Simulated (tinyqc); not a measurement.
Worked calculation: MP2 on RHF in the 6-31g basis, for He, spin multiplicity 1. One step of it, computed by the program tinyqc.

Problem. Second-order Moller-Plesset energy. E2 = sum_ijab (ia|jb) [2 (ia|jb) - (ib|ja)] / (e_i + e_j - e_a - e_b) over occupied i, j and virtual a, b; the opposite-spin part is (ia|jb)^2 / denominator, the rest is same-spin, and SCS-MP2 scales them by 6/5 and 1/3.

orbital energies (hartree): [-0.914127, 1.399859]

Two-electron integrals over orbitals (pq|rs), unique and non-zero (hartree):
```
(11|11) 1.026907    (21|11) -0.316490   (21|21) 0.227670    (22|11) 0.858133
(22|21) -0.255554   (22|22) 0.766363
```

Hartree-Fock energy = -2.85516043 hartree

Give: Terms; Pair energies; MP2 correlation energy; SCS-MP2 correlation energy; MP2 total energy.

Solution.

Terms:
```
i  j  a  b  (ia|jb)  (ib|ja)  denominator    term
1  1  2  2    0.228    0.228       -4.628  -0.011
```

Pair energies (hartree; pair i-j sums ij and ji):
```
pair  opposite spin  same spin
1-1          -0.011      0.000
```

MP2 correlation energy = -0.01120 hartree

SCS-MP2 correlation energy = -0.01344 hartree

MP2 total energy = -2.86636 hartree
